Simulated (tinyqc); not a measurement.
Slow cooling against a quench: self-consistent Fermi level with native defects, at growth and after a quench. Computed by tinyqc, a small Python program. Command: `OMP_NUM_THREADS=1 python tinyqc.py 3005777 3005778 out.jsonl scfermi walk`. One thread of a shared host (Intel(R) Xeon(R) Processor @ 2.30GHz), about 0.05 s of CPU time with the checks.

Energies are counted from the top of the valence band (VBM); when the gap shrinks with temperature the conduction band moves and the levels stay. The added dopant is taken as fully ionised. D and A draw on one reservoir with opposite signs, as the two vacancies of a compound do.

Inputs (values chosen for the exercise, for a model semiconductor): gap E_g at 300 K = 3.09 eV; slope -dE_g/dT above 300 K = 0.00057 eV/K; electron mass m_e = 0.162 m_0; valleys M_c = 1; hole mass m_h = 1.76 m_0; E_f of the neutral native donor D = 0.937 eV; E_f of the neutral native acceptor A = 2.884 eV; shift s of the chemical potential = -0.083 eV; site density N_s = 3.3e+22 cm^-3; dopant density N_X = 1e+16 cm^-3; growth temperature T_g = 1270 K; temperature of use T = 300 K.

Added shallow dopant: donor.

levels of D above the VBM, most positive state first (eV): [1.09, 1.11]

levels of A above the VBM, (0/-1) first (eV): [0.224, 0.409, 1.67]

Constants: m_0 = 9.1093837015e-31 kg; k_B = 1.380649e-23 J/K; h = 6.62607015e-34 J s; k_B = 8.617333262e-05 eV/K.

Method:
- E_f(D, 0) = input + s and E_f(A, 0) = input - s; E_f(q, E_F = 0) follows from the levels, eps(q/q-1) = E_f(q - 1) - E_f(q) at E_F = 0.
- E_g(T) = E_g - slope x max(0, T - 300 K).
- N_c = 2 M_c (2 pi m_e k_B T/h^2)^(3/2) and N_v = 2 (2 pi m_h k_B T/h^2)^(3/2), masses in units of m_0.
- At growth T = T_g.
- n = N_c F_1/2((E_F - E_g)/k_B T), p = N_v F_1/2(-E_F/k_B T).
- F_1/2(eta) = (2/sqrt(pi)) int_0^infinity sqrt(x)/(1 + exp(x - eta)) dx, by the trapezoid rule in t = sqrt(x) with step 0.02 up to t = 12 (for eta < -12 by exp(eta) - exp(2 eta)/2^(3/2)).
- In equilibrium c_q = N_s exp(-(E_f(q, 0) + q E_F)/k_B T).
- Net charge = p - n + sum q c_q + N_X; the log ratio is ln(positive charge/negative charge).
- E_F is the root of the log ratio, by 50 bisections between -0.5 eV and E_g + 0.5 eV.
- After a quench the totals of D and A stay as grown, and each is shared among its charge states with weights exp(-(E_f(q, 0) + q E_F)/k_B T).
- Each E_F by bisection; full equilibrium lets the defects form and vanish at every T.

E_f(q, E_F = 0) (eV): D(+2) -1.346, D(+1) -0.256, D(0) 0.854, A(0) 2.967, A(-1) 3.191, A(-2) 3.600, A(-3) 5.270

total D = 1.71779e+19 cm^-3

total A = 2.12974e+18 cm^-3

Two histories (densities in cm^-3):
```
T (K)  E_F, equilibrium (eV)           n           p  all defects  E_F, frozen (eV)   n, frozen   p, frozen
1080                  1.2714  4.3302e+12  4.6712e+14   4.4934e+18            1.2465  3.3131e+12  6.1052e+14
880                   1.2758  2.6197e+10  1.4534e+13   5.0889e+17            1.2206  1.2655e+10  3.0086e+13
690                   1.3343  3.6028e+07  3.6684e+10   2.4757e+16            1.1958  3.5085e+06  3.7670e+11
490                   1.4682  9.2655e+02  9.6934e+04   5.0336e+15            1.1697  7.8860e-01  1.1389e+08
300                   1.5960  1.3038e-07  9.0526e-08   4.8686e+15            1.1451  3.4720e-15  3.3993e+00
```

At 300 K equilibrium would leave 4.87e15 defects per cm^3 against 1.93e19 frozen in, and E_F differs by -0.451 eV. Both histories end semi-insulating. Real samples lie between, set by the temperature at which diffusion stops.
